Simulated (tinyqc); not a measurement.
The basis set: RHF and MP2 along a ladder of basis sets, for H2, spin multiplicity 1. Computed by the program tinyqc with PySCF. Same geometry throughout; the dipole is taken about the origin.

Geometry (angstrom):
```
atom       x       y       z
H     0.0000  0.0000  0.0000
H     0.0000  0.0000  0.6300
```

RHF and frozen-core MP2 in a ladder of bases:
```
basis        functions  E(RHF) (hartree)  E(MP2 corr) (hartree)  HOMO (eV)  LUMO (eV)  dipole (debye)
sto-3g               2         -1.109283              -0.010779   -17.0555    21.7221          0.0000
6-31g                4         -1.117598              -0.016173   -17.1862     7.2663          0.0000
6-31g**             10         -1.121650              -0.026144   -17.1757     7.2693          0.0000
cc-pvdz             10         -1.115827              -0.025334   -17.0924     5.9189          0.0000
aug-cc-pvdz         18         -1.116005              -0.026227   -17.1062     1.7056          0.0000
cc-pvtz             28         -1.123125              -0.031349   -17.1733     4.9288          0.0000
```

Estimate the missing row, basis = 3-21g.

Computed row:
```
basis  functions  E(RHF) (hartree)  E(MP2 corr) (hartree)  HOMO (eV)  LUMO (eV)  dipole (debye)
3-21g          4         -1.112708              -0.016298   -17.1123     8.0473          0.0000
```

From cc-pVDZ to cc-pVTZ the RHF energy falls by 7.3 mhartree and the correlation energy by 6.0. If valence correlation converges as X^-3, (27 E(T) - 8 E(D))/19 gives -0.0339 hartree, a rough estimate from such small X that usually falls short; STO-3G holds about 32 % of it. Beyond STO-3G the LUMO moves by 6.3 eV and the HOMO by 0.1 eV; diffuse functions lower the positive LUMO sharply, since an unbound virtual level tracks the most diffuse function.
